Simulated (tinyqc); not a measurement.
Width of the well: finite square well with mass mismatch (envelope functions).

A square well of width L and depth V0, mass mw inside and mb outside, energies from the bottom of the well, c = hbar^2/2m0. k = sqrt(mw E/c), kappa = sqrt(mb (V0 - E)/c). psi and psi'/m are continuous at the walls (BenDaniel-Duke), so level n solves k L + 2 atan[(k/mw)/(kappa/mb)] = n pi.

Constants: hbar^2/2m0 = 3.80998211 eV angstrom^2.

Inputs chosen for the exercise (near those of the heavy valleys of a Si film in SiO2; not measured data):
```
symbol  value                        unit      meaning
V0      3.211                        eV        barrier height
mw      0.917                        m0        mass in the well
mb      0.494                        m0        mass in the barrier
Ls      (8, 11, 16, 22, 31, 43, 60)  angstrom  widths
```

Levels against L, beside the infinite well E1(hard) = c (pi/L)^2/mw; Pb is the probability of level 1 in the barriers; a dash marks an unbound level.

Levels:
```
L (angstrom)  bound levels  E1 (eV)  E2 (eV)  E1(hard) (eV)     Pb
8                        3   0.4316   1.6260         0.6407  0.026
11                       4   0.2537   0.9907         0.3389  0.011
16                       5   0.1310   0.5198         0.1602  0.004
22                       7   0.0731   0.2915         0.0847  0.002
31                       9   0.0384   0.1534         0.0427  0.001
43                      13   0.0205   0.0822         0.0222  0.000
60                      17   0.0108   0.0431         0.0114  0.000
```

How do the results move, and what explains it?

The infinite well overestimates E1 by a factor 1.48 at 8 angstrom and 1.06 at 60 angstrom. The local exponent d ln E1/d ln L goes from -1.67 (first two rows) to -1.94 (last two), towards the -2 of hard walls, as Pb falls from 0.026 to 0.000. E2 - E1 is largest at 8 angstrom of the widths listed. Non-parabolicity, which grows with the level, already counts at a few tenths of an eV, and levels above about 0.5 eV lie beyond a parabolic band.

(tinyqc, `OMP_NUM_THREADS=1 python tinyqc.py 1251657 1251658 out.jsonl`, Intel(R) Xeon(R) Processor @ 2.30GHz, 1 thread, shared host, about 0.01 s.)
